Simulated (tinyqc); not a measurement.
## Bulk resistivity and mean free path from two films

Inverse problem. In the thick-film limit single-crystal films obey rho = rho0 (1 + 3 (1 - ps) lam/(8 d)). Find rho0, lam and the product rho0 lam.

Parameters, values chosen for the exercise:

| symbol | value | unit | meaning |
|---|---|---|---|
| ps | 0 |  | specular share of surface scattering |

rho at d = 41 and 150 nm (uohm cm): [3.2019238, 2.8589925]

Answer. rho is a straight line in 1/d: the intercept is rho0 and the slope (3/8)(1 - ps) rho0 lam. Without ps only the product (1 - ps) lam could be found.

rho0 = 2.73 uohm cm
lam = 18.9 nm
rho0 lam = 51.6 uohm cm nm

Numbers from tinyqc (`OMP_NUM_THREADS=1 python tinyqc.py 2100149 2100150 out.jsonl`; about 0.01 s on one thread of a shared Intel Xeon 2.30GHz).
